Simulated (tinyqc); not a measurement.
Inside a calculation. Method: Luttinger-Kohn k.p, four valence bands. One step of it, computed by the program tinyqc.

Question. Hole masses. E = c [g1 k^2 -/+ 2 sqrt(g2^2 k^4 + 3 (g3^2 - g2^2)(kx^2 ky^2 + ky^2 kz^2 + kz^2 kx^2))] with c = hbar^2/2m, and m* = hbar^2 k^2 / (2 E).

Luttinger parameters chosen for this model; energies are counted downward from the top of the valence band:
```
parameter     value  unit
g1         9.310000
g2         2.810000
g3         3.520000
```

Give: Masses.

Answer.

Masses (electron masses):
```
direction   heavy   light
[100]      0.2710  0.0670
[110]      0.3851  0.0624
[111]      0.4405  0.0612
```
